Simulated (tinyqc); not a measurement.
Franz-Keldysh effect at a direct gap, step by step. Values are carried at full precision from step to step, so a last printed digit may differ when a step is redone from the rounded ones.

Parabolic bands, vertical transitions, no excitons. For each hole band j: mr = me mj/(me + mj); joint density of states J_j(E) = (mr/c)^(3/2) sqrt(E - Eg)/(2 pi^2), both spins, c = hbar^2/2m0; averaged matrix element |e.p|^2 = m0 Ep/6; alpha_j(E) = 4 pi^2 alpha_f c Ep J_j/(3 nr E) in 1/angstrom (alpha_f the fine-structure constant, listed as alpha among the constants), times 1e8 for 1/cm.

In a field Fd (1 kV/cm = 1e-5 V/angstrom) the electro-optic energy of band j is th = (c (e Fd)^2/mr)^(1/3), and sqrt(E - Eg) in J_j is replaced by pi sqrt(th) [Ai'(b)^2 - b Ai(b)^2] with b = (Eg - E)/th; Ai is the Airy function.

Constants: hbar^2/2m0 = 3.80998211 eV angstrom^2; fine-structure constant alpha = 0.007297352564.

Values chosen for the exercise (near those of GaAs; shifted at random, so the results belong to these values and not to a real crystal):
```
symbol  value   unit        meaning
Eg      1.382   eV          direct gap
me      0.0665  m0          electron mass
mhh     0.514   m0          heavy-hole mass
mlh     0.0783  m0          light-hole mass
Ep      25      eV          Kane energy
nr      3.67                refractive index
Fd      56      kV/cm       uniform field
E       1.407   eV          photon energy
L       27      micrometre  length of a waveguide
```

## Electro-optic energy and length

For each hole band give mr, th and the length th/(e Fd).

Scales:
```
hole   mr (m0)  th (meV)  length (angstrom)
heavy  0.05888    27.275               48.7
light  0.03596    32.149               57.4
```

The light-hole pair has th larger by a factor 1.179, the cube root of the ratio of reduced masses.

## Airy factors at E

Ai is the Airy function, th the electro-optic energy of each hole band from the table (its other columns are not needed here), b = (Eg - E)/th with th in eV; the factor takes the place of sqrt(E - Eg) in the joint density of states.

Form b, Ai(b), Ai'(b) and the factor pi sqrt(th) [Ai'^2 - b Ai^2] for each band, beside sqrt(E - Eg) (zero below the gap).

Factors:
```
hole         b   Ai(b)    Ai'(b)  factor (eV^(1/2))  without field
heavy  -0.9166  0.5329  -0.05290             0.1365         0.1581
light  -0.7776  0.5211   -0.1150             0.1264         0.1581
```

## Absorption with and without the field

Put the factors in place of sqrt(E - Eg) in alpha_j and add the bands; a waveguide of length L changes its transmission by 4.343 (alpha(F) - alpha(0)) L dB.

alpha_j in the field (1/cm): heavy 2.35e+03, light 1.04e+03

alpha(F) = 3.39e+03 1/cm
alpha(0) = 4027 1/cm
change of loss = -7.43 dB

Without the field the loss over L is 47 dB, so this energy is of no use for a modulator. Above the gap the field lowers the absorption at this energy; the sign alternates with energy (Franz-Keldysh oscillations). Excitons, which add a sharp peak at low field, are left out.

## Checks

- Airy factor at b = -40 against the zero-field limit sqrt(-b): 6.33 against 6.32.

Program tinyqc; command `OMP_NUM_THREADS=1 python tinyqc.py 1650582 1650583 out.jsonl`; about 0.01 s on one thread of a shared Intel(R) Xeon(R) Processor @ 2.30GHz.
